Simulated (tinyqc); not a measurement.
Worked calculation: dopants and charged point defects at anneal temperature: Fermi-level effect, clustering and pairing. Computed by tinyqc, a small Python program that keeps every step. Command: `OMP_NUM_THREADS=1 python tinyqc.py 3025561 3025562 out.jsonl pairing walk`. One thread of a shared host (Intel(R) Xeon(R) Processor @ 2.30GHz), about 0.02 s of CPU time with the checks. Intermediate numbers are printed to about 6 digits and carried at full precision; extremes and crossings named in words are read from the listed rows.

Boltzmann statistics and full ionisation of active dopants. Energies are counted from the valence band; the defect (a vacancy or self-interstitial) has five charge states, with all degeneracy factors one.

Inputs (values chosen for the exercise, for a model semiconductor):

| quantity | value | unit |
|---|---|---|
| gap at 0 K E_g0 | 1.55 | eV |
| Varshni alpha | 0.000311 | eV/K |
| Varshni beta | 159 | K |
| electron mass m_e | 0.0788 | m_0 |
| valleys M_c | 1 | - |
| hole mass m_h | 0.626 | m_0 |
| anneal temperature T | 910 | K |
| total dopant density N | 2.2e+19 | cm^-3 |
| formation enthalpy of the neutral defect H_f | 2.74 | eV |
| formation entropy S_f | 3.3 | k_B |
| site density N_s | 2.8e+22 | cm^-3 |
| intrinsic dopant diffusivity D_i | 1e-13 | cm^2/s |
| anneal time t | 300 | s |
| dopant atoms per cluster k | 3 | - |
| cluster binding energy E_b | 1.65 | eV |

Dopant: acceptor. Second part: clustering of the dopant.

defect levels as fractions of E_g(T): (2+/+), (+/0), (0/-), (-/2-): 0.14  0.19  0.43  0.66

Constants: m_0 = 9.1093837015e-31 kg; k_B = 1.380649e-23 J/K; h = 6.62607015e-34 J s; k_B = 8.617333262e-05 eV/K.

## The host at the anneal temperature

E_g = E_g0 - alpha T^2/(T + beta). N_c = 2 M_c (2 pi m_e k_B T/h^2)^(3/2) and N_v = 2 (2 pi m_h k_B T/h^2)^(3/2), masses in units of m_0. n_i = sqrt(N_c N_v) exp(-E_g/2 k_B T); E_i = E_g/2 + (k_B T/2) ln(N_v/N_c).

E_g = 1.30908 eV

k_B T = 0.0784177 eV

n_i = 3.29065e+15 cm^-3

E_i = 0.776429 eV

effective density of states N_b of the majority band = 6.56619e+19 cm^-3

## Active and clustered dopant

p = A/2 + sqrt(A^2/4 + n_i^2) for an active density A. k ionised dopants and k carriers form one neutral cluster: C = N_s (A/N_s)^k (p/N_b)^k exp(E_b/k_B T), N_b the effective density of states of the majority band, and N = A + k C (60 bisections in ln A between ln N - 90 and ln N).

active density A = 9.37654e+18 cm^-3

clusters C = 4.20782e+18 cm^-3

active share = 0.426206

57 % of the dopant is lost to clusters.

## Carrier density and Fermi level

chi = n/n_i (for acceptors n_i/p); E_F = E_i + k_B T ln chi; field enhancement h = 1 + A/sqrt(A^2 + 4 n_i^2).

p = 9.37654e+18 cm^-3

chi = 3.50945e-04

E_F = 0.152625 eV

field enhancement h = 2.00000

The doping is 2850 n_i: extrinsic conditions.

## Charged defects

C_0 = N_s exp(S_f/k_B) exp(-H_f/k_B T). Ratios to the neutral state at E_F = E_i: r_+ = exp((E(+/0) - E_i)/k_B T), r_2+ = r_+ exp((E(2+/+) - E_i)/k_B T), r_- = exp((E_i - E(0/-))/k_B T), r_2- = r_- exp((E_i - E(-/2-))/k_B T); at other E_F state q scales as chi^(-q). The enhancement is sum r_q chi^(-q)/sum r_q. The charge on the defects is left out of neutrality.

neutral defects C_0 = 5.07707e+08 cm^-3

Charge states:

| state | ratio r | intrinsic (cm^-3) | doped (cm^-3) |
|---|---|---|---|
| 2+ | 6.20058e-07 | 3.14808e+02 | 2.55604e+09 |
| + | 1.19527e-03 | 6.06847e+05 | 1.72918e+09 |
| 0 | 1.00000e+00 | 5.07707e+08 | 5.07707e+08 |
| - | 1.52242e+01 | 7.72945e+09 | 2.71261e+06 |
| 2- | 4.98394e+00 | 2.53038e+09 | 3.11647e+02 |

all defects, doped = 4.79565e+09 cm^-3

enhancement over intrinsic = 0.445355

mean charge = 1.42599 e

Doping leaves the neutral state alone and scales the total by 0.445; the most common state is 2+ (in intrinsic material -).

## Dopant diffusivity

If every charge state of the defect carries the dopant equally well, D = D_i x enhancement x h x (active share A/N, a rough stand-in that overstates the dA/dN which immobile clusters call for), D_i being an input held fixed when T or H_f is moved; diffusion length 2 sqrt(D t).

effective diffusivity D = 3.79626e-14 cm^2/s

D/D_i = 0.379626

diffusion length = 67.4945 nm

## Against doping

chi = n/n_i; h = 1 + A/sqrt(A^2 + 4 n_i^2); the dopant diffusivity over its intrinsic value is D/D_i = enhancement x h x A/N, if every charge state carries the dopant equally well.

Trend at the anneal temperature:

| N (cm^-3) | active A (cm^-3) | chi | defect enhancement | mean charge | D/D_i |
|---|---|---|---|---|---|
| 9.90e+13 | 9.90000e+13 | 9.85070e-01 | 0.982320 | -1.18401 | 0.997095 |
| 5.00e+14 | 5.00000e+14 | 9.26909e-01 | 0.914443 | -1.16909 | 0.983717 |
| 2.60e+15 | 2.60000e+15 | 6.80149e-01 | 0.644153 | -1.09530 | 0.880832 |
| 1.30e+16 | 1.30000e+16 | 2.38704e-01 | 0.232118 | -0.85252 | 0.439210 |
| 6.60e+16 | 6.60000e+16 | 4.97350e-02 | 0.084575 | -0.42218 | 0.168733 |
| 3.40e+17 | 3.40000e+17 | 9.67747e-03 | 0.060253 | -0.00901 | 0.120495 |
| 1.70e+18 | 1.69955e+18 | 1.93618e-03 | 0.085445 | 0.50690 | 0.170844 |
| 8.70e+18 | 6.82412e+18 | 4.82208e-04 | 0.290095 | 1.26849 | 0.455090 |
| 4.40e+19 | 1.10049e+19 | 2.99015e-04 | 0.562812 | 1.49643 | 0.281532 |

Well below n_i = 3.29e15 cm^-3 chi and the enhancement are near 1. At any doping d ln(enhancement)/d ln chi equals minus the mean charge, which goes from -1.18 to +1.50 over the rows. The defect density first falls, because doping removes the states with the sign of the ionised dopant before it feeds the opposite ones. Clustering bends A over: its exponent in N falls to 0.29, towards 1/(2k) = 0.167.

## Activation against anneal temperature

The formulas are those given above.

Equilibrium activation:

| T (K) | n_i (cm^-3) | active A (cm^-3) | clusters C (cm^-3) | active share |
|---|---|---|---|---|
| 550 | 2.09262e+12 | 7.06317e+17 | 7.09789e+18 | 0.032105 |
| 640 | 2.74070e+13 | 1.77418e+18 | 6.74194e+18 | 0.080645 |
| 730 | 1.95782e+14 | 3.56554e+18 | 6.14482e+18 | 0.162070 |
| 820 | 9.28192e+14 | 6.13090e+18 | 5.28970e+18 | 0.278677 |
| 910 | 3.29065e+15 | 9.37654e+18 | 4.20782e+18 | 0.426206 |
| 1000 | 9.42023e+15 | 1.30338e+19 | 2.98874e+18 | 0.592445 |
| 1090 | 2.29323e+16 | 1.66193e+19 | 1.79356e+18 | 0.755424 |

The active share goes from 0.0321 at 550 K to 0.755 at 1090 K, so a layer activated by a hot, short anneal is metastable and deactivates in later, cooler steps if the dopant can move. Over the first three rows, where most dopant is clustered, a fit of ln A rises with slope 0.311 eV against -1/k_B T, near E_b/(2k) = 0.275 eV plus 0.75 k_B T.

Checks made by the program: conservation of the dopant (relative difference below 1e-10); ratios against Boltzmann factors of formation energies at E_F (relative difference below 1e-10).
